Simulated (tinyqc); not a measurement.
Pair-potential crystal by lattice sums. Energy and pressure along a compression. Computed by tinyqc, a small Python program. Command: `OMP_NUM_THREADS=1 python tinyqc.py 3022126 3022127 out.jsonl pairsum sweep`. One thread of a shared host (Intel(R) Xeon(R) Processor @ 2.30GHz), about 0.02 s of CPU time with the checks.

Energy per atom E = (1/2) sum over neighbours of phi(r); d is the nearest-neighbour distance.

Inputs (values chosen for the exercise, for model atoms):
```
quantity             value      unit
well depth eps      0.0457        eV
pair minimum r0       3.17  angstrom
cut-off r_c/r0        2.32         -
stiffness alpha r0       4         -
```

Potential: Morse. Structure: hcp.

Constants: 1 eV/angstrom^3 = 160.2176634 GPa.

Method:
- phi0(r) = eps [exp(-2 alpha (r - r0)) - 2 exp(-alpha (r - r0))]; shifted-force cut-off: phi(r) = phi0(r) - phi0(r_c) - (r - r_c) phi0'(r_c) for r < r_c, zero beyond.
- Shells (distance in units of d, count): fcc 1.0000 (12), 1.4142 (6), 1.7321 (24), 2.0000 (12), 2.2361 (24), 2.4495 (8), 2.6458 (48), 2.8284 (6), 3.0000 (36), 3.1623 (24); hcp 1.0000 (12), 1.4142 (6), 1.6330 (2), 1.7321 (18), 1.9149 (12), 2.0000 (6), 2.2361 (12), 2.3805 (12), 2.4495 (6), 2.5166 (6), 2.5820 (12), 2.6458 (24), 2.7080 (6), 2.8868 (12), 3.0000 (12), 3.1091 (24), 3.1623 (12); bcc 1.0000 (8), 1.1547 (6), 1.6330 (12), 1.9149 (24), 2.0000 (8), 2.3094 (6), 2.5166 (24), 2.5820 (24), 2.8284 (24), 3.0000 (32); sc 1.0000 (6), 1.4142 (12), 1.7321 (8), 2.0000 (6), 2.2361 (24), 2.4495 (24), 2.8284 (12), 3.0000 (30), 3.1623 (24); diamond 1.0000 (4), 1.6330 (12), 1.9149 (12), 2.3094 (6), 2.5166 (12), 2.8284 (24), 3.0000 (16). Volumes per atom in d^3: fcc 0.70711, hcp 0.70711, bcc 0.76980, sc 1.00000, diamond 1.53960; hcp has the ideal c/a. Every shell inside the cut-off is summed.
- List each shell within the cut-off.
- E = (1/2) sum count x phi; P = -(1/(6 Omega)) sum count x r phi', Omega = 0.707107 d^3.

One run for each value:
```
trial neighbour distance d/r0  energy at the trial distance (eV/atom)  pressure at the trial distance (GPa)
0.880                                                        -0.35696                                2.1755
0.907                                                        -0.36897                                0.5923
0.935                                                        -0.36916                               -0.4609
0.963                                                        -0.36055                               -1.0962
0.990                                                        -0.34655                               -1.4443
1.020                                                        -0.32675                               -1.6227
1.050                                                        -0.30439                               -1.6602
1.070                                                        -0.28874                               -1.6365
1.100                                                        -0.26495                               -1.5499
```

What does the table show, and why?

Over the rows, energy at the trial distance (eV/atom) goes from -0.357 through a minimum among these rows, -0.369 at 0.935, to -0.265; pressure at the trial distance (GPa) goes from 2.18 through a minimum among these rows, -1.66 at 1.05, to -1.55. The pressure changes sign between d/r0 = 0.907 and 0.935, where the energy has its minimum.

Extremes, crossings and ranges named in words are read from the listed rows.
